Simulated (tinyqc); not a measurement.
Crystallisation kinetics and data retention of a phase-change cell: one step of the calculation.

Johnson-Mehl-Avrami-Kolmogorov law X = 1 - exp(-y^n), y = integral of k dt, k = (1/100 s) exp[-(Ec q/kB)(1/T - 1/T1)].

Problem. A heating ramp. T rises at the rate b. Start with y = k (kB Ta^2/(q Ec))/b, the integral from cold to Ta to leading order; over each step k is taken as exponential in T, so y gains (dT/b)(k2 - k1)/ln(k2/k1). dX/dt = n y^(n - 1) k exp(-y^n), listed as 0 once y^n exceeds 23.

Values chosen for this exercise; values of the order of Ge-Sb-Te and related chalcogenides:
```
symbol  value   unit                                       meaning
Ec       3.06     eV          activation energy of crystallisation
T1        455      K  temperature at which the rate k is 1/(100 s)
n         1.5                                      Avrami exponent
b          10  K/min                                  heating rate
Ta        425      K                       start of the ramp table
dT          6      K                             step of the table
m          10                                                steps
```

Constants: q = 1.602176634e-19 C, kB = 1.380649e-23 J/K. Results are converted to the units shown.

Wanted: T; k; y; X; dX/dt.

Solution.

```
point  T (K)    k (1/s)          y          X  dX/dt (1/s)
0        425  4.0503e-5  0.0012361  4.3461e-5    2.1360e-6
1        431  1.2961e-4  0.0039940  2.5239e-4    1.2284e-5
2        437  4.0171e-4   0.012654  0.0014224    6.7685e-5
3        443  0.0012075   0.039011  0.0076755    3.5499e-4
4        449  0.0035243    0.11688   0.039169    0.0017365
5        455   0.010000    0.34041    0.18013    0.0071753
6        461   0.027614    0.96470    0.61230     0.015773
7        467   0.074291     2.6626    0.98703    0.0023593
8        473    0.19491     7.1645     1.0000    3.6738e-9
9        479    0.49915     18.812     1.0000            0
10       485     1.2489     48.242     1.0000            0
```

Range of the model: One Arrhenius rate is assumed; incubation, growth from the boundary and the non-Arrhenius kinetics of the supercooled liquid are left out.

Computed by the program tinyqc: `OMP_NUM_THREADS=1 python tinyqc.py 2490035 2490036 out.jsonl`, one thread of a shared Intel Xeon 2.30GHz, about 0.02 s for the whole run.
